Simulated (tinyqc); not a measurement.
Strained alloy layer of InP and GaP on (001) GaAs, model-solid band line-up: one step of the calculation.

The layer is x parts of the first compound and 1 - x of the second, grown coherently on the third as substrate and barrier. Rows of the table: lattice constant a, average valence level Ea on an absolute scale, spin-orbit splitting so, gaps at Gamma, X and L, hydrostatic deformation potentials av and ac (Gamma), shear potential b, elastic constants, electron and heavy-hole (along z) masses. All are interpolated linearly in x; gaps get -C x (1 - x), taken wholly in the conduction band; real line-ups can differ from this model by 0.1 eV or more.

Task. Band edges and offsets. In-plane strain e = (a_substrate - a)/a, e_z = -2 (c12/c11) e, volume change 2 e + e_z. With v = 2 e + e_z and d = 2 b (e_z - e): Eav = Ea + av v; E_hh = Eav + so/3 - d/2; E_lh = Eav - so/6 + d/4 + sqrt(so^2 + so d + 9 d^2/4)/2; E_c = Ea + so/3 + EG + ac v (Gamma). Substrate: E_v = Ea + so/3, E_c = E_v + EG. Well depths: dEc = E_c(substrate) - E_c, dEhh = E_hh - E_v(substrate), dElh likewise; strained Gamma gap E_c - max(E_hh, E_lh); positive values confine carriers in the layer.

Parameters, values chosen for the exercise: fraction of the first compound in the layer x = 0.58; bowing of the Gamma gap CG = 0.65 eV; bowing of the X gap CX = 0.2 eV; bowing of the L gap CL = 1.03 eV.

Binary compounds, values chosen for the exercise:
```
              close to InP  close to GaP  close to GaAs
a (angstrom)         5.869         5.451          5.653
Ea (eV)              -7.04          -7.4          -6.92
so (eV)               0.11        0.0792          0.344
EG (eV)               1.36          2.77           1.43
EX (eV)                2.2          2.29           1.92
EL (eV)               1.95           2.6           1.69
av (eV)               1.29          1.71           1.17
ac (eV)              -5.08         -7.16          -7.15
b (eV)               -1.71         -1.81          -1.71
c11 (GPa)             99.6           139            119
c12 (GPa)               56          62.5             54
me (m0)             0.0801         0.131         0.0668
mh (m0)              0.537         0.326          0.345
```

Give: d; E_hh; E_lh; E_c; strained Gamma gap; dEc; dEhh; dElh.

Result.

d = -0.05006 eV
E_hh = -7.144 eV
E_lh = -7.180 eV
E_c = -5.323 eV
strained Gamma gap = 1.821 eV
dEc = -0.05216 eV
dEhh = -0.3388 eV
dElh = -0.3744 eV

The heavy-hole band lies on top, by 35.6 meV. At Gamma the line-up is type I, the layer is a barrier for both carriers.

tinyqc, about 0.01 s, one thread, Intel Xeon 2.30GHz (shared host): `OMP_NUM_THREADS=1 python tinyqc.py 2690010 2690011 out.jsonl`
